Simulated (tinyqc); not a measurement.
Inside a calculation. Model: spin coating of a resist or spin-on film: centrifugal thinning, evaporation and the final thickness (Emslie and Meyerhofer models). Computed by tinyqc, a small Python program that keeps every step. Command: `OMP_NUM_THREADS=1 python tinyqc.py 3113392 3113393 out.jsonl spincoat walk`. One thread of a shared host (Intel(R) Xeon(R) Processor @ 2.30GHz), about 0.08 s of CPU time with the checks. Intermediate numbers are printed to about 5 digits and carried at full precision; extremes and crossings named in words are read from the listed rows.

A Newtonian film stays uniform over the wafer; solvent and solids have the same density and the concentration is uniform through the thickness.

Inputs (values chosen for the exercise, of the order of those of a polymer resist in an ester solvent):
```
quantity                                 value          unit
solids volume fraction c0                 0.32             -
kinematic viscosity of the solvent nu_s    1.9        mm^2/s
viscosity constant k                       590        mm^2/s
viscosity exponent gamma                     3             -
spin speed f                              5000           rpm
evaporation rate at 1000 rpm e0           0.28  micrometre/s
starting thickness h0                      500    micrometre
time t                                     1.4             s
wafer radius R                              50            mm
shrinkage in the bake                      7.2             %
```

## Rates

omega = 2 pi f/60; nu(c) = nu_s + k c^gamma; evaporation rate e = e0 sqrt(f/1000 rpm). Flow constant K = 2 omega^2/(3 nu(c0)); Reynolds number of the air omega R^2/nu_air with nu_air = 15 mm^2/s.

omega = 523.60 1/s

nu(c0) = 21.23312 mm^2/s

evaporation rate e = 0.62610 micrometre/s

flow constant K = 0.0086078 1/(micrometre^2 s)

Reynolds number of the air = 87266

## Thinning without evaporation

dh/dt = -K h^3 gives h = h0/sqrt(1 + 2 K h0^2 t); for long times h = 1/sqrt(2 K t).

h(t) without evaporation = 6.4408 micrometre

long-time form = 6.4413 micrometre

time 1/(2 K h0^2) = 2.3235e-04 s

The long-time form is within 0.0083 %: the starting thickness is forgotten.

## The two-stage estimate

Meyerhofer estimate: flow rules until (1 - c0) K h^3 = e, then evaporation alone: h_w = (e/((1 - c0) K))^(1/3), dry film c0 h_w.

wet thickness h_w = 4.7469 micrometre

dry film, estimate = 1519.0 nm

drying time (1 - c0) h_w/e = 5.1556 s

## First explicit step of the full model

Solids s and liquid l per area start at s = c0 h0, l = (1 - c0) h0. With h = h0 and c = c0: Q = K h^3, K = 2 omega^2/(3 nu); one Euler step of length dt = 0.01 h0/Q for s and l, ds/dt = -c Q, dl/dt = -(1 - c) Q - e.

Q = 1.0760e+06 micrometre/s

dt = 4.6469e-06 s

s = 158.4 micrometre

l = 336.60 micrometre

Q/e at the start = 1.7185e+06

## The full model

Full model for solids s and liquid l per area, h = s + l, c = s/h: ds/dt = -c Q, dl/dt = -(1 - c) Q - e, Q = 2 omega^2 h^3/(3 nu(c)); integrated adaptively (relative tolerance 1e-9) until l = 0. Dry film = s at l = 0, before the bake; film after the bake = s x (1 - shrinkage).

time to dry = 6.6144 s

dry film = 1666.4 nm

film after the bake = 1546.5 nm

## Course in time

Times are fractions of the time to dry.

History:
```
fraction   t (s)  h (micrometre)        c  nu (mm^2/s)         Q/e  s (nm)
0.003     0.0198          53.790  0.32005        21.24  2.1388e+03   17215
0.010     0.0661          29.581  0.32030        21.29  3.5495e+02    9475
0.030     0.1984          17.095  0.32156        21.52  6.7776e+01    5497
0.100     0.6614           9.351  0.32958        23.02  1.0367e+01    3082
0.200     1.3229           6.574  0.34791        26.75  3.1014e+00    2287
0.350     2.3150           4.867  0.38895        36.62  9.1936e-01    1893
0.500     3.3072           3.897  0.44889        55.27  3.1261e-01    1749
0.700     4.6301           2.935  0.57366       113.28  6.5165e-02    1684
0.900     5.9530           2.083  0.80102       305.14  8.6412e-03    1668
```

Q/e drops below 1 between t = 1.3 and 2.3 s, when c has risen from 0.32 to about 0.389; after that row the solids fall by a further 12 %. The full model gives 1.10 times the two-stage estimate.

## Spin curve

The formulas are those given above.

Dry film against speed:
```
f (rpm)  full model (nm)  estimate (nm)  time to dry (s)
500               5269.7         4803.6           66.123
1000              3726.3         3396.6           33.067
1500              3042.5         2773.3           22.046
2000              2634.9         2401.8           16.535
3000              2151.4         1961.0           11.024
4000              1863.1         1698.3            8.268
6000              1521.2         1386.7            5.512
```

The full thickness goes as f^-0.500; the estimate as (e/omega^2)^(1/3) = f^(-1/2). The time to dry goes as f^-1.00. A thickness window of 1 % allows a speed error of about 2 %.

Checks made by the program: constant-viscosity run against c0 h0 exp(-int K h^2 dt) (relative difference 1e-05).
